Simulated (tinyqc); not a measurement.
Changing the transverse mass m_t: donor in an ellipsoidal valley (Kohn-Luttinger variational method). Computed by tinyqc, a small Python program. Command: `OMP_NUM_THREADS=1 python tinyqc.py 3009386 3009387 out.jsonl kohnlutt sweep`. One thread of a shared host (Intel(R) Xeon(R) Processor @ 2.30GHz), about 0.09 s of CPU time with the checks.

H = -(d^2/dx^2 + d^2/dy^2) - gamma d^2/dz^2 - 2/r in units built on m_t, with gamma = m_t/m_l and z along the valley axis. One valley; no valley-orbit or central-cell term.

Inputs (values chosen for the exercise, modelled on 3C-SiC): longitudinal mass m_l = 0.658 m_0; dielectric constant eps = 9.76.

Constants: Ry = 13.605693123 eV; a_0 = 0.529177210903 angstrom.

Method:
- Ry* = Ry m_t/eps^2, a* = a_0 eps/m_t, gamma = m_t/m_l.
- Trial function exp(-sqrt((x^2 + y^2)/a^2 + z^2/b^2)) with beta = b/a < 1: E = t/a^2 - u/a, t = (2 + gamma/beta^2)/3, u = 2 arcsin(sqrt(1 - beta^2))/sqrt(1 - beta^2); the best a is 2 t/u and E(beta) = -u^2/(4 t).
- Golden-section search on beta from 0.05 to 0.999, 60 steps.
- Gaussian basis: g = P exp(-al (x^2 + y^2) - be z^2) with P = 1 (s-like), z (2p0) or x (2p+-); al = 0.004 x 2.6^k, k = 0..11, and be/al = 1, gamma^(-1/2) or 1/gamma (36 functions); 1/r = (2/sqrt(pi)) int exp(-t^2 r^2) dt by 48 Gauss-Legendre points after t = sqrt(al_i + al_j) tan(theta); overlap eigenvalues below 1e-10 are dropped.

One run for each value; columns: (1) transverse mass m_t (m_0); (2) 1s binding energy, trial function (meV); (3) 2p0 binding energy (meV); (4) 2p+- binding energy (meV); (5) radius a of the 1s trial function (angstrom); (6) radius b of the 1s trial function (angstrom):
```
(1)      (2)    (3)    (4)    (5)    (6)
0.022   7.00   3.68   1.19  139.4  42.62
0.034  10.09   4.92   1.78   94.5  33.53
0.054  14.74   6.59   2.73   62.8  26.15
0.084  20.97   8.58   4.07   42.8  20.76
0.210  42.15  14.06   9.10   19.7  13.18
0.320  57.18  17.22  13.01   14.0  10.81
0.510  79.14  21.16  19.13    9.6   8.77
```

Give the missing row, transverse mass m_t (m_0) = 0.130.

Computed row; columns: (1) transverse mass m_t (m_0); (2) 1s binding energy, trial function (meV); (3) 2p0 binding energy (meV); (4) 2p+- binding energy (meV); (5) radius a of the 1s trial function (angstrom); (6) radius b of the 1s trial function (angstrom):
```
(1)      (2)    (3)   (4)   (5)    (6)
0.130  29.42  10.95  6.00  29.5  16.65
```

Interpolating between the two neighbouring rows (the first column on a logarithmic scale, the others too where they are positive) misses most in 2p0 binding energy (meV), by 0.89 %. Over the rows, 1s binding energy, trial function (meV) rises from 7.00 to 79.1 (exponent d ln y / d ln x 0.84 between the first rows and 0.70 between the last); 2p0 binding energy (meV) rises from 3.68 to 21.2 (exponent d ln y / d ln x 0.67 between the first rows and 0.44 between the last); 2p+- binding energy (meV) rises from 1.19 to 19.1 (exponent d ln y / d ln x 0.93 between the first rows and 0.83 between the last).

Caution (rows 0.510): a* is only a few bond lengths, so central-cell and valley-orbit terms are large.
